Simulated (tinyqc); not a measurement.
Kinetics of strain relaxation and threading dislocations in mismatched semiconductor layers: one step, computed by the program tinyqc.

60-degree dislocations on {111} planes of a (001) layer, isotropic elasticity. The Schmid factor is 1/sqrt(6), and a misfit segment relieves strain with b/2.

Problem. Relaxation in the anneal. Excess resolved stress tau = (1/sqrt 6) [2 G (1 + nu)/(1 - nu)] (e - e_eq), e_eq = b (1 - nu/4) [ln(h/b) + 1]/(4 pi (1 + nu) h), the Matthews-Blakeslee strain of an uncapped layer; glide velocity v = v0 tau exp(-Q/(k_B T)), tau in MPa. Threads run in two directions, so de/dt = -(b/4) rho v, and they multiply as d rho/dt = delta rho v. With x = e - e_eq, x0 = f - e_eq (fully strained at t = 0) and v = m S x (m the mobility, S x = tau): rho = rho_0 + (4 delta/b)(x0 - x), so dx/dt = -k x (a - x), k = delta m S, a = x0 + b rho_0/(4 delta): a logistic law, x = a/[1 + (a/x0 - 1) exp(k a t)]. The half time is that at which x = x0/2.

Inputs (values chosen for the exercise, modelled on Si(0.8)Ge(0.2) on Si): misfit f = 0.00806; shear modulus G = 62.7 GPa; Poisson ratio nu = 0.27; Burgers vector b = 3.88 angstrom; anneal temperature T = 936 K; anneal time t = 160 s; initial thread density rho_0 = 15000 1/cm^2; multiplication constant delta = 2000 1/m.

Sources: multiplication.

mobility v/tau = 4.919964e-08 m/s per MPa

equilibrium strain e_eq = 7.564195e-04

Give: strain left e; share of the excess strain relieved; thread density; half time.

Solution.

strain left e = 0.001007

share of the excess strain relieved = 96.57 %

thread density = 1.456e+07 1/cm^2

half time = 107.9 s

Most of the excess strain is gone. The misfit lines laid down are 0.028 micrometre apart. Caution: blocking of threads by crossing misfit lines, left out here, leaves real layers with more strain.
